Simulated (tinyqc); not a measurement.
## Gated two-dimensional channel with two bands, quantum capacitance: effect of the insulator thickness

phi is the Fermi level above the lowest band edge, in volts; Vg is counted from the gate voltage at which an empty channel would have phi = 0. The channel has no thickness; trap charge is -q Dit phi.

D1 = gv md m0 q/(pi hbar^2), D2 = g2 m2 m0 q/(pi hbar^2) per eV; n1 = D1 Vt ln(1 + exp(phi/Vt)), n2 = D2 Vt ln(1 + exp((phi - E2)/Vt)), n = n1 + n2; Cq = q dn/dphi = q [D1/(1 + exp(-phi/Vt)) + D2/(1 + exp((E2 - phi)/Vt))]. Cox = eps0 eox/tox; Vg = phi + q (n + Dit phi)/Cox. 1/C_G = 1/Cox + 1/(Cq + q Dit); dphi/dVg = Cox/(Cox + Cq + q Dit).

Inputs (values chosen for the exercise); lowest band close to that of monolayer WS2:
- T = 400 K (temperature)
- eox = 25.1 (relative permittivity of the gate insulator (close to zirconium oxide))
- md = 0.307 m0 (in-plane mass)
- gv = 2 (valley degeneracy)
- m2 = 0.49 m0 (in-plane mass of a second band, chosen freely)
- g2 = 2 (valley degeneracy of that band, chosen freely)
- E2 = 0.11 eV (second band edge above the first)
- Dit = 0 cm^-2 eV^-1 (density of traps)
- Vg = 1.19 V (gate voltage)

Constants: q = 1.602176634e-19 C, kB = 1.380649e-23 J/K, hbar = 1.054571817e-34 J s, m0 = 9.1093837015e-31 kg, Vt = kB T/q, eps0 = 8.8541878128e-14 F/cm where lengths are in cm. Results are converted to the units shown.

Effect of the insulator thickness:

| tox (nm) | phi (V) | n (cm^-2) | Cq (uF/cm^2) | Cox (uF/cm^2) | C_G (uF/cm^2) | dphi/dVg | share of the second band (%) |
|---|---|---|---|---|---|---|---|
| 0.5 | 0.39772 | 2.1980e14 | 106.67 | 44.448 | 31.374 | 0.29413 | 53.589 |
| 0.9 | 0.27846 | 1.4049e14 | 106.18 | 24.693 | 20.034 | 0.18868 | 49.162 |
| 1.6 | 0.19537 | 8.6229e13 | 101.46 | 13.890 | 12.217 | 0.12042 | 41.851 |
| 2.9 | 0.13475 | 5.0474e13 | 84.373 | 7.6635 | 7.0254 | 0.083266 | 31.179 |
| 5.2 | 0.088438 | 2.9384e13 | 61.020 | 4.2738 | 3.9941 | 0.065456 | 20.578 |
| 9.3 | 0.050128 | 1.7001e13 | 43.132 | 2.3897 | 2.2642 | 0.052496 | 13.460 |
| 17 | 0.017398 | 9.5678e12 | 29.808 | 1.3073 | 1.2524 | 0.042014 | 9.7191 |
| 30 | -0.0085757 | 5.5419e12 | 20.042 | 0.74080 | 0.71439 | 0.035645 | 8.0360 |

As tox goes from 0.5 to 30, Cq falls from 107 to 20.0 uF/cm^2, C_G/Cox rises from 0.706 to 0.964 and n falls from 2.20e14 to 5.54e12 cm^-2. Cq exceeds Cox in every row, so the insulator is the tighter limit, though Cq still cuts C_G by up to 29 %. With the insulator thinned by a factor of 60.0, the charge grows only by 39.7 while Cox grows by 60.0. For tox = 0.5, 0.9 the field in the insulator exceeds 10 MV/cm, beyond what real films hold.

Computed by the program tinyqc: `OMP_NUM_THREADS=1 python tinyqc.py 2200058 2200059 out.jsonl`, one thread of a shared Intel Xeon 2.30GHz, about 0.01 s for the whole run.
